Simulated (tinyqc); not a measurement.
Deep-level transient spectroscopy (DLTS) of one majority-carrier trap: one step, computed by the program tinyqc. Command: `OMP_NUM_THREADS=1 python tinyqc.py 3015845 3015846 out.jsonl dlts walk`. One thread of a shared host (Intel(R) Xeon(R) Processor @ 2.30GHz), about 0.05 s of CPU time with the checks.

A filling pulse loads the traps in a one-sided junction; under reverse bias they empty at the rate e, and the capacitance relaxes as C(t) = C_0 - dC exp(-e t). The signal is S = [C(t_2) - C(t_1)]/dC.

Task: Rate window and signal. S(e) = exp(-e t_1) - exp(-e t_2) peaks at the rate window e_0 = ln(t_2/t_1)/(t_2 - t_1).

Inputs (values chosen for the exercise, with mass and screening modelled on ZnSe): gate time t_1 = 0.0004 s; ratio t_2/t_1 = 2.5; temperature T = 361 K.

Carriers: electrons. Extra term: none.

emission rate e = 12.56353 1/s

Give: rate window e_0; peak height S_max; signal at T.

Result:

rate window e_0 = 1527 1/s

peak height S_max = 0.3257

signal at T = 0.007472

At this T the trap empties slower than the window, by a factor 122: the point lies on the low-temperature side of the peak.
